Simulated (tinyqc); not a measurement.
Convergence with the plane-wave basis: k.p theory built from an empirical-pseudopotential calculation at Gamma.

Empirical pseudopotential on the fcc lattice, atoms at +/- tau, tau = a (1,1,1)/8, no spin-orbit coupling. H(G,G') = c (2 pi/a)^2 |k + G|^2 delta + VS(q) cos(q.tau) + i VA(q) sin(q.tau), q = G - G', c = hbar^2/2m0; k and G in units of 2 pi/a; VS at |q|^2 = 3, 8, 11 and VA at 3, 4, 11, in rydberg, zero elsewhere. The basis holds all G with |G|^2 up to a cut-off. Energies are counted from the fourth level at Gamma.

For a multiplet A of d_A states, W(B) = (4 c/(3 d_A)) sum over n in A, m in B and i = x, y, z of |<n|G_i|m>|^2 (G in 1/angstrom, <n|G_i|m> = sum_G c_n(G)* G_i c_m(G)); the mean inverse mass of A is 1 + sum_B W(B)/(E_A - E_B). Multiplets with W = 0 are left out.

Valence parameters: D(u) = c + 4 c^2 sum_m <n|u.G|m><m|u.G|n'>/(0 - E_m) on the valence triplet, in units of c, has eigenvalues L, M, M along [100] and (L + 2M + 2N)/3, (L + 2M - N)/3 twice along [111]; g1 = -(L + 2M)/3, g2 = -(L - M)/6, g3 = -N/6.

Constants: hbar^2/2m0 = 3.80998211 eV angstrom^2; Ry = 13.60569312 eV.

Parameters, chosen for this exercise (out of a larger set: near those of Ge; not measured data):

| symbol | value | unit | meaning |
|---|---|---|---|
| a | 5.668 | angstrom | lattice constant |
| VS | (-0.231, 0.009, 0.059) | Ry | symmetric form factors |
| VA | (0, 0, 0) | Ry | antisymmetric form factors |

E_s is the lowest empty singlet, Ep its W to the valence triplet, m its mass.

Results:

| cut-off | plane waves | E_s (eV) | Ep (eV) | m (m0) | g1 | g2 | g3 |
|---|---|---|---|---|---|---|---|
| 8 | 27 | 0.927 | 20.00 | 0.0444 | 9.43 | 3.17 | 4.14 |
| 11 | 51 | 1.097 | 19.99 | 0.0521 | 8.23 | 2.70 | 3.51 |
| 12 | 59 | 1.126 | 19.98 | 0.0534 | 8.17 | 2.60 | 3.46 |
| 16 | 65 | 1.126 | 19.98 | 0.0534 | 8.19 | 2.59 | 3.46 |
| 19 | 89 | 1.118 | 20.00 | 0.0530 | 8.23 | 2.62 | 3.48 |
| 20 | 113 | 1.106 | 20.01 | 0.0525 | 8.28 | 2.65 | 3.52 |
| 24 | 137 | 1.107 | 20.01 | 0.0525 | 8.29 | 2.65 | 3.52 |

What does the comparison show, and why?

Against the last row, E_s errs most, by -0.180 eV, at cut-off 8, and by 0.000 eV in the last row but one. Ep varies by 0.1 % over the table and m by 17.3 %: the mass, near E_s/Ep, inherits the errors of both. Local form factors fix the converged values only roughly. The gap is a difference of two levels, so it need not converge steadily, and here it does not.

tinyqc: `OMP_NUM_THREADS=1 python tinyqc.py 1051441 1051442 out.jsonl`; about 0.3 s, one thread, shared Intel(R) Xeon(R) Processor @ 2.30GHz.
